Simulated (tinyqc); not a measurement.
Precursor delivery and alloy composition in metal-organic vapour-phase epitaxy: one step, computed by the program tinyqc.

Carrier gas leaves each bubbler saturated. Group-III species cross a boundary layer and react at the surface; element 2 can also desorb. The film is (1)_(1-x) (2)_x V with a zinc-blende cell.

Question. Transport to the surface. Partial pressure p_i = p F_i/(44615 x total flow in slm); density n_i = p_i/(k_B T), 1 torr = 133.322 Pa; D = D0 (T/273.15)^1.75 (760/p), h = D/delta, the same for both; k_s = prefactor x exp(-energy/(k_B T)); arrival J_i = n_i/(1/h + 1/k_s); in layers per second g_i = J_i a^2/2 (two group-III sites per a^2 on (001)). Temperatures in kelvin are T(C) + 273.15.

Inputs (values chosen for the exercise, close to those used for AlGaAs from TMAl and TEGa):
```
quantity,value,unit
source 1: bath temperature,24,C
source 2: bath temperature,23,C
total flow,14,slm
reactor pressure p,760,torr
diffusivity D0 at 273.15 K and 760 torr,0.41,cm^2/s
boundary layer delta,0.73,cm
prefactor of the surface rate k_s,4.8e+13,cm/s
energy of k_s,1.96,eV
lattice constant a,5.655,angstrom
growth temperature T,710,C
```

molar flows (micromol/min): F1 32.57342, F2 2.727174

Constants: k_B = 1.380649e-23 J/K; k_B = 8.617333262e-05 eV/K.

Give: densities; h; k_s; arrival rates.

Answer.

densities (1/cm^3): n1 3.893e+14, n2 3.259e+13

h = 5.283 cm/s

k_s = 4305 cm/s

arrival rates (layers/s): g1 3.284, g2 0.2750

Growth is transport-limited. Caution: trimethylaluminium is largely a dimer in the vapour, which would double its metal flow; it is counted as a monomer here.
